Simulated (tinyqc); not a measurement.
Effective work function and flat-band voltage of a metal/high-k/SiO2/Si stack with a dipole layer: one step. The dipole density for a target. Two cases, with inputs chosen for the exercise.

Problem. Nd = (Wt - WM - shifts) ed/(4 pi e2 qd dd); compare with a monolayer of about 7e14 sites per cm^2.
Constants: e^2/(4 pi eps0) = 14.39964547 eV angstrom.

Case 1.

Values chosen (a stack on Si capped with an aluminium-like oxide; shifted at random, so the results belong to these values and not to a real crystal): Wt = 5.04 eV (target work function); WM = 4.28 eV (work function of the metal on the high-k layer); qd = 0.53 e (charge of a dipole); dd = 1.2 angstrom (its length); ed = 10.2 (dielectric constant in the dipole layer).

shifts from the two charges (V): 0.020662  -0.004794

Case 2.

Values chosen (a stack on Si capped with an yttrium-like oxide; shifted at random, so the results belong to these values and not to a real crystal): Wt = 4.96 eV (target work function); WM = 4.26 eV (work function of the metal on the high-k layer); qd = 0.41 e (charge of a dipole); dd = 2.4 angstrom (its length); ed = 9.8 (dielectric constant in the dipole layer).

shifts from the two charges (V): -0.058398  0.040520

Give: step needed; Nd; share of a monolayer.

Solution.

Case 1.

step needed = 0.7441 eV
Nd = 6.60e+14 cm^-2
share of a monolayer = 94.2 %

The sign suits this cap; at this coverage dipoles depolarise each other, and the linear law overstates the step.

Case 2.

step needed = 0.7179 eV
Nd = 3.95e+14 cm^-2
share of a monolayer = 56.4 %

The sign is opposite to what this cap gives, so another cap or metal is needed; at this coverage dipoles depolarise each other, and the linear law overstates the step.

Computed by tinyqc, one run a case: `OMP_NUM_THREADS=1 python tinyqc.py N N+1 out.jsonl` with N = 1850409, 1850536; one thread of a shared Intel(R) Xeon(R) Processor @ 2.30GHz, about 0.01 s a run at most.
